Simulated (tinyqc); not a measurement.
## p-n heterojunction, non-linear Poisson equation by Newton steps, Fermi-Dirac statistics: starts and damping rules compared

One dimension, material 1 (p-type) at x < 0 and material 2 (n-type) at x > 0. Band edges: Ec = -psi in material 1 and -psi + dEc in material 2, Ev = Ec - Eg. Flat quasi-Fermi levels: 0 for holes, +V for electrons. n = Nc F((EFn - Ec)/Vt), p = Nv F((Ev - EFp)/Vt), with F(eta) = F_1/2(eta) = (2/sqrt(pi)) int_0^infinity sqrt(u) du/(1 + exp(u - eta)) (Fermi-Dirac statistics); full ionisation, no interface charge, classical densities; the doping types are chosen for the exercise.

a_i = eps0 eps_r/h_i for the interval from node i to i + 1, with h_i = x_(i+1) - x_i in cm.

n_i = Nc F(a_n), a_n = (V - Ec_i)/Vt; p_i = Nv F(a_p), a_p = (Ec_i - Eg)/Vt; rho_i = p_i - n_i + C_i with C = -N1 or +N2; g_i = (Nc F'(a_n) + Nv F'(a_p))/Vt with F' = F_-1/2(eta) = (1/sqrt(pi)) int_0^infinity u^(-1/2) du/(1 + exp(u - eta)). Box widths w_i = (h_(i-1) + h_i)/2 in cm. Residual F_i = a_i (psi_(i+1) - psi_i) - a_(i-1) (psi_i - psi_(i-1)) + q rho_i w_i; Jacobian: a_(i-1) and a_i beside the diagonal, b_i = -a_(i-1) - a_i - q g_i w_i on it. The two end nodes are fixed.

Iterations until the largest undamped |d| is below 1e-9 V (the last, tiny step is counted), with a cap of 100; "overflow" would mean that an exponential left the range of double precision. Starts:
- neutral: psi_L on the nodes of material 1 and psi_R on those of material 2.
- smooth: psi_L + (psi_R - psi_L)(1 + tanh(x/s))/2 on the inner nodes with s = 58 nm, psi_L and psi_R on the ends.
- linear: A straight line in x from psi_L to psi_R.

Rules for the step d, which solves the tridiagonal system a_(i-1) d_(i-1) + b_i d_i + a_i d_(i+1) = -F_i:
- full Newton steps: the full step is added.
- logarithmic damping: each component d is damped to sign(d) Vt ln(1 + |d|/Vt) before it is added.
- steps capped at 4 Vt: if the largest |d| exceeds 4 Vt, the whole step is scaled down so that it equals 4 Vt.
- halved steps: half of the step is added while the largest |d| exceeds 1.5 Vt, the full step after that.

Parameters, values chosen for the exercise; band and dielectric values close to those of CdS and CdTe: temperature T = 300 K; band gap of material 1 Eg1 = 2.36 eV; relative permittivity of material 1 er1 = 8.93; conduction-band density of states of material 1 Nc1 = 2.21e18 cm^-3; valence-band density of states of material 1 Nv1 = 1.79e19 cm^-3; band gap of material 2 Eg2 = 1.49 eV; relative permittivity of material 2 er2 = 10.1; conduction-band density of states of material 2 Nc2 = 8.07e17 cm^-3; valence-band density of states of material 2 Nv2 = 1.84e19 cm^-3; conduction-band offset Ec2 - Ec1 dEc = 0.11 eV; acceptor density of material 1 N1 = 2.3e16 cm^-3; donor density of material 2 N2 = 3.3e17 cm^-3; bias of side 1 against side 2 V = 0 V.

Constants: q = 1.602176634e-19 C, kB = 1.380649e-23 J/K, Vt = kB T/q, eps0 = 8.8541878128e-14 F/cm where lengths are in cm. Results are converted to the units shown.

```
node  x (nm)  material
0       -617         1
1       -300         1
2       -143         1
3      -63.9         1
4      -24.5         1
5       -4.9         1
6        4.9         2
7       17.5         2
8       33.8         2
9       54.7         2
10      81.7         2
```

eps_r, interval 0 to 9: 8.93  8.93  8.93  8.93  8.93  9.47903  10.1  10.1  10.1  10.1
psi_L = -2.18791 V
psi_R = 0.0905988 V

Iterations needed:
```
         full Newton steps  logarithmic damping  steps capped at 4 Vt  halved steps
neutral                  8                   29                    24            12
smooth                  12                   20                    15            11
linear                  16                   18                    16            12
```

The fewest iterations, 8, are needed by full Newton steps from the neutral start. Every pairing converges. Lowest count for the worst start: halved steps, at most 12 iterations.

Computed by the program tinyqc: `OMP_NUM_THREADS=1 python tinyqc.py 2040019 2040020 out.jsonl`, one thread of a shared Intel Xeon 2.30GHz, about 0.2 s for the whole run.
